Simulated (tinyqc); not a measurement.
# The weight eta from points of equal mobility

Inverse problem. If the mobility depends on E = q (Ndep + eta Ns)/(eps0 eps_r) alone, two points of equal mobility on its falling branch have equal E. Find eta and E.

Inputs (values chosen for the exercise): relative permittivity of the semiconductor eps_r = 11.7.

Constants: q = 1.602176634e-19 C, eps0 = 8.8541878128e-14 F/cm where lengths are in cm. Results are converted to the units shown.

Ndep at two body biases (cm^-2): 7.9389735e11  1.3609977e12
Ns at which the mobility is the same (cm^-2): 5.2e12  3.9397771e12

Solution. eta is the ratio of the differences of Ndep and Ns.

eta = 0.450
E = 0.485 MV/cm

tinyqc, about 0.01 s, one thread, Intel Xeon 2.30GHz (shared host): `OMP_NUM_THREADS=1 python tinyqc.py 2510032 2510033 out.jsonl`
